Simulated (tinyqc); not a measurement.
Inside a calculation. Method: UHF in the 6-31g basis, for H2, spin multiplicity 1. One step of it, computed by the program tinyqc.

Question. Orthogonalisation. S = U s U^T; canonical form X = U s^(-1/2), so that X^T S X = 1. Each column of U has its largest component positive (the first on a tie).

overlap S, order 1H 1s, 1H 2s, 2H 1s, 2H 2s:
```
[[1.000000, 0.658292, 0.397871, 0.485263],
 [0.658292, 1.000000, 0.485263, 0.829383],
 [0.397871, 0.485263, 1.000000, 0.658292],
 [0.485263, 0.829383, 0.658292, 1.000000]]
```

Give: eigenvalues of S; X.

Answer.

eigenvalues of S: [0.110, 0.450, 0.663, 2.777]

X, order 1H 1s, 1H 2s, 2H 1s, 2H 2s:
```
[[-0.708, 0.812, 0.819, 0.271],
 [2.013, -0.673, 0.288, 0.327],
 [0.708, 0.812, -0.819, 0.271],
 [-2.013, -0.673, -0.288, 0.327]]
```
